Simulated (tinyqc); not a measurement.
Precursor delivery by bubblers, mass-transport growth and the solid composition of a III-V alloy: one step, computed by the program tinyqc. Command: `OMP_NUM_THREADS=1 python tinyqc.py 3028061 3028062 out.jsonl movpe_thermo walk`. One thread of a shared host (Intel(R) Xeon(R) Processor @ 2.30GHz), about 0.01 s of CPU time with the checks.

1 sccm = 44.615 micromol/min; 1 torr = 133.322 Pa. The sources decompose fully at the surface.

Question. Solid composition. A sticks fully. B desorbs: its surface pressure is p_B* = x gamma_B K/sqrt(p_V), ln gamma_B = L0 (1 - x)^2/(R T), K = 10^(log10 K at 1000 K) exp[-(H/R)(1/T - 1/1000)], p_V in torr. With equal diffusivities x = (p_2 - p_B*)/(p_1 + p_2 - p_B*). Growth rate = rate per torr x p_1/(1 - x).

Inputs (values chosen for the exercise, modelled on trimethylgallium (source 1) and trimethylindium (source 2) for the vapour pressures):
```
quantity                                                                                                  value        unit
bath temperature T1                                                                                         260           K
bath temperature T2                                                                                         302           K
growth temperature T                                                                                        990           K
flow cross-section A                                                                                         41        cm^2
interaction L0 of the solid                                                                                17.9      kJ/mol
log10 of p_B,eq over pure BC at 1000 K and 1 torr of group V (exaggerated: liquid indium has about -4.1)   -3.1  log10 torr
enthalpy of that equilibrium H                                                                              287      kJ/mol
```

Alloy: mixing on the group-III sites, with desorption of B.

p_V = 1.121905 torr

vapour fraction of source 2 = 0.6598963

p_1 = 0.006332025 torr

p_2 = 0.01228590 torr

growth rate per torr of group III = 104.5912 micrometre/(h torr)

Constants: R = 8.314462618 J/(mol K).

Give: K/sqrt(p_V); solid fraction x; share of B incorporated, 1 - p_B*/p_2; growth rate.

Answer.

K/sqrt(p_V) = 5.292e-04 torr

solid fraction x = 0.6515

share of B incorporated, 1 - p_B*/p_2 = 0.9635

growth rate = 1.900 micrometre/h

Only 96 % of the B supplied is built in; more group V or a lower T would raise it. Caution: the boundary layer is a quarter or more of the root of the cross-section, so it fills much of the channel and depletion along the flow matters.
